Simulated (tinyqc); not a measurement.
Effective-mass impurity with a central-cell term, in a basis of Slater functions. Which input was changed? Computed by tinyqc, a small Python program. Command: `OMP_NUM_THREADS=1 python tinyqc.py 3031239 3031240 out.jsonl centralcell which`. One thread of a shared host (Intel(R) Xeon(R) Processor @ 2.30GHz), about 0.1 s of CPU time with the checks.

The envelope obeys H = -nabla^2 - (2/r) [Z + A exp(-kappa r)] in effective units, with kappa = a*/lambda; positive A deepens the well near the core.

Inputs (values chosen for the exercise, with screening close to that of AlN):

| quantity | value | unit |
|---|---|---|
| effective mass m | 1.22 | m_0 |
| dielectric constant eps | 8.78 | - |
| charge Z of the core | 1 | - |
| central-cell strength A | 1.6 | - |
| central-cell range lambda | 1.1 | angstrom |

Impurity: acceptor, one isotropic band.

Constants: Ry = 13.605693123 eV; a_0 = 0.529177210903 angstrom.

Method:
- Units: Ry* = Ry m/eps^2 and a* = a_0 eps/m, with m in m_0.
- kappa = a*/lambda; the hydrogenic ground state is bound by Z^2 Ry*.
- For s functions exp(-zeta r), with s = zeta_i + zeta_j: S = 2/s^3, T = zeta_i zeta_j S, V = -2 Z/s^2, W = -2 A/(s + kappa)^2; each function is normalised by dividing by sqrt(S_ii S_jj).
- Large basis: zeta_i = 0.06 x 1.6^(i-1), i = 1..22, same formulas; for p functions r exp(-zeta r): S = 24/s^5, T = zeta_i zeta_j S (centrifugal term included), V = -12 Z/s^4, W = -12 A/(s + kappa)^4; overlap eigenvalues below 1e-11 are dropped.
- Binding energies are -E Ry*; the effective quantum number is nu = Z/sqrt(-E); |psi(0)|^2 is given relative to the hydrogenic Z^3/(pi a*^3).

Question. One of these inputs alone was changed, within the range given: effective mass m (0.61 to 2.44); dielectric constant eps (4.39 to 17.56); central-cell strength A (0.8 to 3.2); central-cell range lambda (0.55 to 2.2). Which one, and to what value?

Results:

| run | relative \|psi(0)\|^2 | 1s binding energy (meV) | 2p binding energy (meV) |
|---|---|---|---|
| before | 8.298686 | 409.1042 | 54.31185 |
| after | 5.918940 | 331.3335 | 54.01295 |

Answer.

Each candidate set to reproduce relative |psi(0)|^2, and what it then gives:

| candidate | range searched | value needed | 1s binding energy (meV) | 2p binding energy (meV) |
|---|---|---|---|---|
| effective mass m (m_0) | 0.61 to 2.44 | 0.9128 | 247.90 | 40.412 |
| dielectric constant eps | 4.39 to 17.56 | 11.74 | 185.47 | 30.235 |
| central-cell strength A | 0.8 to 3.2 | 1.335 | 356.75 | 54.225 |
| central-cell range lambda (angstrom) | 0.55 to 2.2 | 0.8230 | 331.33 | 54.013 |

Only central-cell range lambda fits every result: it went from 1.1 to 0.823 angstrom. The next best candidate, central-cell strength A, misses one result by 7.7 %.

Caution: the effective Bohr radius is only a few bond lengths, so the envelope approximation is rough. Caution: the density at the core is many times hydrogenic, so the result hangs on the model potential inside one cell, where the envelope picture is weak.
